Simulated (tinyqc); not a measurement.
Worked calculation: precursor delivery by bubblers, mass-transport growth and the solid composition of a III-V alloy. Computed by tinyqc, a small Python program that keeps every step. Command: `OMP_NUM_THREADS=1 python tinyqc.py 3006131 3006132 out.jsonl movpe_thermo walk`. One thread of a shared host (Intel(R) Xeon(R) Processor @ 2.30GHz), about 0.01 s of CPU time with the checks. Intermediate numbers are printed to about 6 digits and carried at full precision; extremes and crossings named in words are read from the listed rows.

1 sccm = 44.615 micromol/min; 1 torr = 133.322 Pa. The sources decompose fully at the surface.

Inputs (values chosen for the exercise, modelled on triethylgallium (source 1) and trimethylindium (source 2) for the vapour pressures):

| quantity | value | unit |
|---|---|---|
| bath temperature T1 | 286 | K |
| bath temperature T2 | 299 | K |
| bubbler pressure p_b | 760 | torr |
| carrier flow F1 | 82 | sccm |
| carrier flow F2 | 60 | sccm |
| total flow F_t | 6.6 | slm |
| group-V flow F_V | 93 | sccm |
| reactor pressure p | 760 | torr |
| growth temperature T | 860 | K |
| diffusivity at 273 K and 760 torr | 0.47 | cm^2/s |
| flow cross-section A | 28 | cm^2 |
| distance from the leading edge z | 9 | cm |
| lattice constant a | 5.53 | angstrom |
| interaction L0 of the solid | 20.4 | kJ/mol |
| log10 of p_B,eq over pure BC at 1000 K and 1 torr of group V (exaggerated: liquid indium has about -4.1) | -2.7 | log10 torr |
| enthalpy of that equilibrium H | 266 | kJ/mol |

Alloy: mixing on the group-III sites, with desorption of B.

constants a, b of source 1 (log10 torr, K): 8.065  2162

constants a, b of source 2 (log10 torr, K): 10.49  3014

Constants: k_B = 1.380649e-23 J/K; R = 8.314462618 J/(mol K).

## Bubblers

log10 p_v = a - b/T_bath; molar flow = F x 44.615 x p_v/(p_b - p_v) for a saturated bubbler.

vapour pressure 1 = 3.20302 torr

molar flow 1 = 15.4837 micromol/min

vapour pressure 2 = 2.56881 torr

molar flow 2 = 9.07865 micromol/min

One kelvin of bath error changes flow 1 by 6.1 % and flow 2 by 7.8 %.

## Partial pressures in the reactor

p_i = p n_i/(44615 F_t), F_t in slm; p_V = p F_V/(1000 F_t), counted per molecule supplied; V/III = 44.615 F_V/(n1 + n2); vapour fraction of source 2 = n2/(n1 + n2).

p_1 = 0.0399635 torr

p_2 = 0.0234320 torr

p_V = 10.7091 torr

V/III ratio = 168.925

vapour fraction of source 2 = 0.369617

## Mass transport

Mean velocity u = (F_t/A)(760/p)(T/273); D = D0 (T/273)^1.75 (760/p); boundary layer delta = sqrt(pi D z/u); flux = D dp/(delta k_B T); growth rate = flux x a^3/4.

velocity u = 12.3757 cm/s

D = 3.50095 cm^2/s

boundary layer delta = 2.82816 cm

growth rate per torr of group III = 21.1553 micrometre/(h torr)

Caution: the boundary layer is a quarter or more of the root of the cross-section, so it fills much of the channel and depletion along the flow matters.

## Solid composition

A sticks fully. B desorbs: its surface pressure is p_B* = x gamma_B K/sqrt(p_V), ln gamma_B = L0 (1 - x)^2/(R T), K = 10^(log10 K at 1000 K) exp[-(H/R)(1/T - 1/1000)], p_V in torr. With equal diffusivities x = (p_2 - p_B*)/(p_1 + p_2 - p_B*). Growth rate = rate per torr x p_1/(1 - x).

K/sqrt(p_V) = 3.33646e-06 torr

solid fraction x = 0.369578

share of B incorporated, 1 - p_B*/p_2 = 0.999836

growth rate = 1.34107 micrometre/h

Desorption is negligible: the solid copies the vapour. Caution: x lies inside the spinodal of the bulk alloy, 2 L0 x (1 - x) > R T; only kinetics or coherency strain keep such a layer uniform.

## Incorporation against temperature

A sticks fully. B desorbs: its surface pressure is p_B* = x gamma_B K/sqrt(p_V), ln gamma_B = L0 (1 - x)^2/(R T), K = 10^(log10 K at 1000 K) exp[-(H/R)(1/T - 1/1000)], p_V in torr. With equal diffusivities x = (p_2 - p_B*)/(p_1 + p_2 - p_B*).

At fixed flows:

| T (K) | K/sqrt(p_V) (torr) | x | share of B incorporated, 1 - p_B*/p_2 |
|---|---|---|---|
| 937 | 7.09478e-05 | 0.368877 | 0.996831 |
| 992 | 4.71058e-04 | 0.364947 | 0.980107 |
| 1044 | 2.34801e-03 | 0.346745 | 0.905276 |
| 1083 | 7.07875e-03 | 0.298306 | 0.725048 |
| 1129 | 2.35871e-02 | 0.144125 | 0.287199 |
| 1174 | 6.98863e-02 | 0.045923 | 0.082092 |
| 1229 | 2.36605e-01 | 0.013871 | 0.023990 |
| 1309 | 1.16131e+00 | 0.003116 | 0.005331 |

x equals the vapour fraction 0.370 while gamma_B K/sqrt(p_V) is small against p_1 + p_2 = 0.063 torr and falls once it is not. Between the last rows the apparent energy R d ln x/d(1/T) is 250 kJ/mol, against H = 266. Caution: rows with 2 L0 x (1 - x) > R T lie inside the spinodal of the bulk alloy.

Checks made by the program: the sensitivity to the bath against a difference (relative difference below 1e-10).
